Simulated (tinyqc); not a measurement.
Worked calculation: bond unit of a tetrahedral oxide and its oxygen vacancy in tight binding. Values are carried at full precision from step to step, so a last printed digit may differ when a step is redone from the rounded ones.

Two sp3 hybrids h1, h2 at eh = (es + 3 ep)/4 point at one oxygen with orbitals s, px, py, pz; x joins the two cations, z bisects the angle phi, and th = (180 - phi)/2. With u = hbar^2/(m d^2) = 2c/d^2, c = hbar^2/2m0: Vhs = -(1.32 + sqrt3 x 1.42) u/2 and Vhp = (1.42 + sqrt3 x 2.22) u/2. <h|s> = Vhs for both; <h1|px> = Vhp cos(th), <h2|px> = -Vhp cos(th); <h|pz> = Vhp sin(th) for both; py is a lone pair. The unit holds 8 electrons. Coupling between units, which widens the levels into bands, is left out.

Constants: hbar^2/2m0 = 3.80998211 eV angstrom^2.

Values chosen for the exercise (near tabulated values for SiO2; the results hold for these values, not for the real material): es = -14.96 eV (s level of the cation); ep = -7.69 eV (p level of the cation); eos = -34.65 eV (s level of oxygen); eop = -17.02 eV (p level of oxygen); d = 1.6 angstrom (cation-oxygen distance); phi = 158 degrees (bond angle at oxygen); R = 3.23 angstrom (cation-cation distance across the vacancy).

## Level and couplings

Form eh, u, Vhs, Vhp and th.

eh (hybrid level) = -9.5075 eV
u = 2.9765 eV

Vhs, Vhp (eV): -5.6250  7.8360

th = 11.0 degrees

## The matrix

Fill it in.

H (eV), lower triangle:
```
         h1       h2         s        px        py        pz
h1  -9.5075
h2        0  -9.5075
s   -5.6250  -5.6250  -34.6500
px   7.6920  -7.6920         0  -17.0200
py        0        0         0         0  -17.0200
pz   1.4952   1.4952         0         0         0  -17.0200
```

## Levels, weights and charge

Diagonalise; the four lowest levels are filled. The excess of electrons on oxygen is twice the oxygen weight of the filled levels less 6.

levels (eV): -36.9729  -24.7722  -17.4065  -17.0200  -6.7981  -1.7553

weights:
```
    level 1  level 2  level 3  level 4  level 5  level 6
h1    0.039    0.168    0.016    0.000    0.445    0.332
h2    0.039    0.168    0.016    0.000    0.445    0.332
s     0.921    0.000    0.007    0.000    0.073    0.000
px    0.000    0.663    0.000    0.000    0.000    0.337
py    0.000    0.000    0.000    1.000    0.000    0.000
pz    0.001    0.000    0.961    0.000    0.038    0.000
```

highest filled to lowest empty = 10.2219 eV
excess electrons on oxygen = 1.105

The highest filled level is the py orbital of oxygen (100 %) and the lowest empty one is 89 % cation hybrid, even under exchange of the two cations. The spacing is that of an isolated unit and exceeds the gap of the solid.

## The odd block in closed form

The combination (h1 - h2)/sqrt2 couples to px alone, with W2 = sqrt2 Vhp cos(th); W3 = (eh - eop)/2; levels (eh + eop)/2 -/+ sqrt(W2^2 + W3^2); polarity W3/sqrt(W2^2 + W3^2).

W2, W3 (eV): 10.8782  3.7563

levels of the odd block (eV): -24.7722  -1.7553

polarity = 0.3264

## The neutral oxygen vacancy

Without the oxygen the two hybrids face each other at distance R and couple by -V2, V2 = 3.22 x 2c/R^2, c = hbar^2/2m0: a bond at eh - V2 with two electrons and an antibond at eh + V2. Levels are measured from eop, the lone-pair level that stands for the top of the valence band.

Form V2 and the two levels above eop. R is a chosen distance; in real silica the neutral vacancy relaxes to about 2.5 angstrom.

V2 = 2.3518 eV

levels above eop (eV): bond 5.1607, lone hybrid 7.5125, antibond 9.8643

bond-antibond splitting = 4.7036 eV

The filled bond lies 5.16 eV above the lone pairs, so it can trap a hole; the antibond lies below the lowest empty level of the intact unit (10.22 eV). A lone hybrid, as in a dangling bond, sits at 7.51 eV.

## Checks

- Levels of the odd block against the full matrix: they agree to 1e-10 or better.

tinyqc: `OMP_NUM_THREADS=1 python tinyqc.py 1482299 1482300 out.jsonl`; about 0.01 s, one thread, shared Intel(R) Xeon(R) Processor @ 2.30GHz.
